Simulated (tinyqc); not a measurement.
Defect equilibria of an oxide against oxygen pressure (mass action). Changing the dopant density N_d. Computed by tinyqc, a small Python program. Command: `OMP_NUM_THREADS=1 python tinyqc.py 3001857 3001858 out.jsonl brouwer sweep`. One thread of a shared host (Intel(R) Xeon(R) Processor @ 2.30GHz), about 0.02 s of CPU time with the checks.

Defects: oxygen vacancies V (charge +2), electrons n, holes p, the ionic partner X = V_M'' (charge -2), and the dopant. Activities are taken equal to concentrations.

Inputs (values chosen for the exercise, for a model oxide):
```
quantity,value,unit
reduction enthalpy H_r,4.64,eV
prefactor K_r0,1.3e+67,cm^-9 atm^(1/2)
gap E_g,4.1,eV
prefactor N_c N_v,2.9e+41,cm^-6
disorder enthalpy H_s,2.47,eV
prefactor K_s0,5.9e+44,cm^-6
temperature T,1200,K
oxygen pressure P,6e-13,atm
electron mobility mu_n,2,cm^2/(V s)
hole mobility mu_p,1.8,cm^2/(V s)
vacancy diffusion prefactor D_0,0.0043,cm^2/s
vacancy migration energy E_m,0.67,eV
```

Ionic disorder: Schottky, oxide MO. Dopant (singly charged, fully ionised): donor.

Constants: k_B = 8.617333262e-05 eV/K; e = 1.602176634e-19 C.

Method:
- K_r = K_r0 exp(-H_r/k_B T) = [V] n^2 P^(1/2); K_i = N_c N_v exp(-E_g/k_B T) = n p; K_s = K_s0 exp(-H_s/k_B T) = [X] [V].
- Neutrality: 2 [V] + p + N_d = n + 2 [X]. With n as the unknown, [V] = K_r/(n^2 P^(1/2)), p = K_i/n, [X] = K_s/[V]; the log ratio is ln(positive/negative).
- The root is found by 60 bisections in ln n between n = 1e-10 and 1e25 cm^-3.
- sigma_n = e n mu_n, sigma_p = e p mu_p, sigma_ion = 2 e [V] mu_V with mu_V = 2 e D/(k_B T) and D = D_0 exp(-E_m/k_B T); only the oxygen vacancies carry ionic current, and the ionic transport number is sigma_ion over the total.

One run for each value:
```
dopant density N_d (cm^-3),n (cm^-3),[V] (cm^-3),p (cm^-3),[X] (cm^-3),ionic transport number
1.00e+15,1.0009e+18,5.4569e+17,1.7489e+06,4.5747e+16,6.9598e-05
6.00e+15,1.0024e+18,5.4407e+17,1.7463e+06,4.5883e+16,6.9289e-05
3.00e+16,1.0096e+18,5.3634e+17,1.7339e+06,4.6545e+16,6.7816e-05
2.00e+17,1.0635e+18,4.8337e+17,1.6460e+06,5.1645e+16,5.8024e-05
1.00e+18,1.3897e+18,2.8305e+17,1.2596e+06,8.8194e+16,2.6002e-05
6.00e+18,4.3388e+18,2.9039e+16,4.0345e+05,8.5965e+17,8.5445e-07
3.00e+19,1.3460e+19,3.0175e+15,1.3005e+05,8.2731e+18,2.8620e-08
2.00e+20,4.1641e+19,3.1528e+14,4.2038e+04,7.9180e+19,9.6660e-10
1.00e+21,9.9307e+19,5.5432e+13,1.7627e+04,4.5035e+20,7.1260e-11
```

Over the rows, n (cm^-3) rises from 1.00e18 to 9.93e19 (exponent d ln y / d ln x 8.3e-4 between the first rows and 0.54 between the last); [V] (cm^-3) falls from 5.46e17 to 5.54e13 (exponent d ln y / d ln x -0.0017 between the first rows and -1.1 between the last); p (cm^-3) falls from 1.75e6 to 17600 (exponent d ln y / d ln x -8.3e-4 between the first rows and -0.54 between the last). The largest terms of the neutrality condition are 2 [V] = n from row 1; N_d = n from row 5; N_d = 2 [X] from row 7.

Caution (rows 6.00e18, 3.00e19, 2.00e20, 1.00e21): X far outnumbers the oxygen vacancies, so the ionic conductivity given leaves out the majority ionic defect. Caution (rows 1.00e21): one of n, p, [V] and [X] is above 2e20 cm^-3, near 1 % of the sites of a usual oxide, where defects associate and the ideal mass-action laws fail.

Extremes, crossings and ranges named in words are read from the listed rows.
